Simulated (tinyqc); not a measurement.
RHF in the 3-21g basis, for H3+, spin multiplicity 1, step by step. One step of it, computed by the program tinyqc.

Problem. Iteration 2: building the Fock matrix. J_ij = sum D_kl (ij|kl), K_ij = sum D_kl (ik|jl); F = H + J - 0.5 K; E = tr D H + tr D J / 2 - 0.25 tr D K + E_nn.

D after iteration 1:
```
          1H 1s     1H 2s     2H 1s     2H 2s     3H 1s     3H 2s
1H 1s  0.071751  0.114370  0.071751  0.114370  0.065744  0.107645
1H 2s  0.114370  0.182304  0.114370  0.182304  0.104795  0.171584
2H 1s  0.071751  0.114370  0.071751  0.114370  0.065744  0.107645
2H 2s  0.114370  0.182304  0.114370  0.182304  0.104795  0.171584
3H 1s  0.065744  0.104795  0.065744  0.104795  0.060240  0.098633
3H 2s  0.107645  0.171584  0.107645  0.171584  0.098633  0.161495
```

core Hamiltonian H = T + V (hartree):
```
           1H 1s      1H 2s      2H 1s      2H 2s      3H 1s      3H 2s
1H 1s  -0.926706  -0.977200  -0.173648  -0.441053  -0.122604  -0.384660
1H 2s  -0.977200  -1.145388  -0.441053  -0.751632  -0.379962  -0.688939
2H 1s  -0.173648  -0.441053  -0.926706  -0.977200  -0.122604  -0.384660
2H 2s  -0.441053  -0.751632  -0.977200  -1.145388  -0.379962  -0.688939
3H 1s  -0.122604  -0.379962  -0.122604  -0.379962  -0.899094  -0.959412
3H 2s  -0.384660  -0.688939  -0.384660  -0.688939  -0.959412  -1.122250
```

Two-electron integrals (ij|kl) in chemists' order, unique and non-zero (hartree):
```
(11|11) 1.140145   (21|11) 0.611403   (21|21) 0.345152   (22|11) 0.626370
(22|21) 0.380329   (22|22) 0.482957   (31|11) 0.040863   (31|21) 0.024637
(31|22) 0.030217   (31|31) 0.003309   (32|11) 0.112545   (32|21) 0.071448
(32|22) 0.100417   (32|31) 0.010758   (32|32) 0.047509   (33|11) 0.391128
(33|21) 0.251937   (33|22) 0.373698   (33|31) 0.040863   (33|32) 0.217026
(33|33) 1.140145   (41|11) 0.217026   (41|21) 0.123874   (41|22) 0.139060
(41|31) 0.010758   (41|32) 0.031700   (41|33) 0.112545   (41|41) 0.047509
(42|11) 0.294414   (42|21) 0.181863   (42|22) 0.241356   (42|31) 0.019341
(42|32) 0.073188   (42|33) 0.294414   (42|41) 0.073188   (42|42) 0.146076
(43|11) 0.251937   (43|21) 0.161757   (43|22) 0.237715   (43|31) 0.024637
(43|32) 0.123874   (43|33) 0.611403   (43|41) 0.071448   (43|42) 0.181863
(43|43) 0.345152   (44|11) 0.373698   (44|21) 0.237715   (44|22) 0.343656
(44|31) 0.030217   (44|32) 0.139060   (44|33) 0.626370   (44|41) 0.100417
(44|42) 0.241356   (44|43) 0.380329   (44|44) 0.482957   (51|11) 0.025233
(51|21) 0.015363   (51|22) 0.019203   (51|31) 0.001412   (51|32) 0.004516
(51|33) 0.016234   (51|41) 0.006052   (51|42) 0.010553   (51|43) 0.010407
(51|44) 0.015009   (51|51) 0.001397   (52|11) 0.090150   (52|21) 0.057510
(52|22) 0.082253   (52|31) 0.005669   (52|32) 0.021407   (52|33) 0.081874
(52|41) 0.022873   (52|42) 0.048412   (52|43) 0.052518   (52|44) 0.076852
(52|51) 0.005860   (52|52) 0.034776   (53|11) 0.016234   (53|21) 0.010407
(53|22) 0.015009   (53|31) 0.001412   (53|32) 0.006052   (53|33) 0.025233
(53|41) 0.004516   (53|42) 0.010553   (53|43) 0.015363   (53|44) 0.019203
(53|51) 0.000962   (53|52) 0.005306   (53|53) 0.001397   (54|11) 0.081874
(54|21) 0.052518   (54|22) 0.076852   (54|31) 0.005669   (54|32) 0.022873
(54|33) 0.090150   (54|41) 0.021407   (54|42) 0.048412   (54|43) 0.057510
(54|44) 0.082253   (54|51) 0.005306   (54|52) 0.033644   (54|53) 0.005860
(54|54) 0.034776   (55|11) 0.363688   (55|21) 0.234576   (55|22) 0.352424
(55|31) 0.023328   (55|32) 0.093294   (55|33) 0.363688   (55|41) 0.093294
(55|42) 0.213211   (55|43) 0.234576   (55|44) 0.352424   (55|51) 0.025233
(55|52) 0.184397   (55|53) 0.025233   (55|54) 0.184397   (55|55) 1.140145
(61|11) 0.184397   (61|21) 0.105426   (61|22) 0.118690   (61|31) 0.008280
(61|32) 0.024400   (61|33) 0.086371   (61|41) 0.039124   (61|42) 0.059568
(61|43) 0.055256   (61|44) 0.079894   (61|51) 0.005860   (61|52) 0.022131
(61|53) 0.003932   (61|54) 0.020079   (61|55) 0.090150   (61|61) 0.034776
(62|11) 0.261897   (62|21) 0.162150   (62|22) 0.216517   (62|31) 0.014777
(62|32) 0.053033   (62|33) 0.203931   (62|41) 0.062176   (62|42) 0.119077
(62|43) 0.128996   (62|44) 0.183135   (62|51) 0.011438   (62|52) 0.056486
(62|53) 0.009819   (62|54) 0.053864   (62|55) 0.261897   (62|61) 0.056486
(62|62) 0.120991   (63|11) 0.086371   (63|21) 0.055256   (63|22) 0.079894
(63|31) 0.008280   (63|32) 0.039124   (63|33) 0.184397   (63|41) 0.024400
(63|42) 0.059568   (63|43) 0.105426   (63|44) 0.118690   (63|51) 0.003932
(63|52) 0.020079   (63|53) 0.005860   (63|54) 0.022131   (63|55) 0.090150
(63|61) 0.019490   (63|62) 0.045872   (63|63) 0.034776   (64|11) 0.203931
(64|21) 0.128996   (64|22) 0.183135   (64|31) 0.014777   (64|32) 0.062176
(64|33) 0.261897   (64|41) 0.053033   (64|42) 0.119077   (64|43) 0.162150
(64|44) 0.216517   (64|51) 0.009819   (64|52) 0.053864   (64|53) 0.011438
(64|54) 0.056486   (64|55) 0.261897   (64|61) 0.045872   (64|62) 0.109942
(64|63) 0.056486   (64|64) 0.120991   (65|11) 0.234576   (65|21) 0.150972
(65|22) 0.224914   (65|31) 0.014998   (65|32) 0.059908   (65|33) 0.234576
(65|41) 0.059908   (65|42) 0.135319   (65|43) 0.150972   (65|44) 0.224914
(65|51) 0.015363   (65|52) 0.105426   (65|53) 0.015363   (65|54) 0.105426
(65|55) 0.611403   (65|61) 0.057510   (65|62) 0.162150   (65|63) 0.057510
(65|64) 0.162150   (65|65) 0.345152   (66|11) 0.352424   (66|21) 0.224914
(66|22) 0.328816   (66|31) 0.021989   (66|32) 0.088131   (66|33) 0.352424
(66|41) 0.088131   (66|42) 0.194168   (66|43) 0.224914   (66|44) 0.328816
(66|51) 0.019203   (66|52) 0.118690   (66|53) 0.019203   (66|54) 0.118690
(66|55) 0.626370   (66|61) 0.082253   (66|62) 0.216517   (66|63) 0.082253
(66|64) 0.216517   (66|65) 0.380329   (66|66) 0.482957
```

nuclear repulsion = 1.11898453 hartree

Give: Coulomb J; exchange K; Fock matrix F; total energy of this density.

Solution.

Coulomb J (hartree):
```
       1H 1s  1H 2s  2H 1s  2H 2s  3H 1s  3H 2s
1H 1s  1.063  0.646  0.065  0.254  0.041  0.217
1H 2s  0.646  0.847  0.254  0.504  0.209  0.455
2H 1s  0.065  0.254  1.063  0.646  0.041  0.217
2H 2s  0.254  0.504  0.646  0.847  0.209  0.455
3H 1s  0.041  0.209  0.041  0.209  1.005  0.614
3H 2s  0.217  0.455  0.217  0.455  0.614  0.817
```

exchange K (hartree):
```
       1H 1s  1H 2s  2H 1s  2H 2s  3H 1s  3H 2s
1H 1s  0.508  0.517  0.244  0.389  0.210  0.358
1H 2s  0.517  0.641  0.389  0.565  0.341  0.524
2H 1s  0.244  0.389  0.508  0.517  0.210  0.358
2H 2s  0.389  0.565  0.517  0.641  0.341  0.524
3H 1s  0.210  0.341  0.210  0.341  0.438  0.454
3H 2s  0.358  0.524  0.358  0.524  0.454  0.580
```

Fock matrix F (hartree):
```
        1H 1s   1H 2s   2H 1s   2H 2s   3H 1s   3H 2s
1H 1s  -0.118  -0.589  -0.231  -0.382  -0.186  -0.347
1H 2s  -0.589  -0.619  -0.382  -0.530  -0.342  -0.496
2H 1s  -0.231  -0.382  -0.118  -0.589  -0.186  -0.347
2H 2s  -0.382  -0.530  -0.589  -0.619  -0.342  -0.496
3H 1s  -0.186  -0.342  -0.186  -0.342  -0.114  -0.572
3H 2s  -0.347  -0.496  -0.347  -0.496  -0.572  -0.595
```

total energy of this density = -1.16304 hartree
